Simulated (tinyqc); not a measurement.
Across the tunnelling window: band-to-band tunnelling across a p-n junction in a two-band chain.

Sites alternate A at -Eg/2 and C at +Eg/2 with hopping -t; near the edges, with k counted from the zone boundary pi/a, E^2 = (Eg/2)^2 + (t a k)^2, so t = sqrt(c Eg/m)/a gives the mass m, c = hbar^2/2m0. In the gap cosh(q a) = 1 + (Eg^2/4 - e^2)/(2 t^2), e the energy from the local mid-gap. The potential is V0 = Eg + ov on the p side (left), 0 on the n side, and falls linearly over the 2N sites of the junction, V_j = V0 (1 - j/(2N + 1)), j = 1 to 2N, site 1 being A. E = Eg/2 + x ov. A half chain that ends on a site of level e1 with neighbour e2 has g = (1 + z)/(E - e1), z = exp(-/+ i k a) the root with Im g < 0, cos(k a) = (E - e1)(E - e2)/(2 t^2) - 1. S_L = t^2 g (ending on C, shifted by V0), S_R = t^2 g (starting on A). T = 4 Im(S_L) Im(S_R) |G_(1,2N)|^2.

Constants: hbar^2/2m0 = 3.80998211 eV angstrom^2; e^2/h = 3.874045865e-05 S.

Values chosen for the exercise (gap and mass near those of GaAs; shifted at random, so the results belong to these values and not to a real crystal): Eg = 1.484 eV (gap); m = 0.0769 m0 (mass of electron and light hole); a = 6 angstrom (period (two sites)); ov = 0.42 eV (overlap: top of the valence band on the p side above the conduction edge on the n side); Nw = 15 (periods in the junction).

N = Nw. The mean of T over the window uses 12 Gauss-Legendre points in x; the current of one channel with both spins, all states in the window full on the p side and empty on the n side, is (2e^2/h) <T> ov. WKB: exp(-2 I/F), I = pi Eg^2/(8 t a), F = V0/((2N + 1) a/2).

Against energy:

| x | E (eV) | T | T over WKB |
|---|---|---|---|
| 0.02 | 0.7504 | 3.66e-05 | 0.696 |
| 0.10 | 0.7840 | 6.84e-05 | 1.300 |
| 0.20 | 0.8260 | 7.94e-05 | 1.510 |
| 0.35 | 0.8890 | 8.28e-05 | 1.574 |
| 0.50 | 0.9520 | 8.29e-05 | 1.577 |
| 0.65 | 1.0150 | 8.28e-05 | 1.574 |
| 0.80 | 1.0780 | 7.94e-05 | 1.510 |
| 0.90 | 1.1200 | 6.84e-05 | 1.300 |
| 0.98 | 1.1536 | 3.66e-05 | 0.696 |

mean T = 7.44e-05
current = 0.00242 microampere

What can be read from this table?

WKB gives one value for the whole window, since the path through the gap is the same. The chain is symmetric about x = 0.5, where it gives 1.58 times WKB; among these rows it is largest at x = 0.5 (1.58), and it has 0.70 at x = 0.02 on its way to zero at the ends, where the velocity in one lead vanishes. The variation comes from the reflections where the field begins and ends, whose distance from the turning points changes with x.

(tinyqc, `OMP_NUM_THREADS=1 python tinyqc.py 1482436 1482437 out.jsonl`, Intel(R) Xeon(R) Processor @ 2.30GHz, 1 thread, shared host, about 0.01 s.)
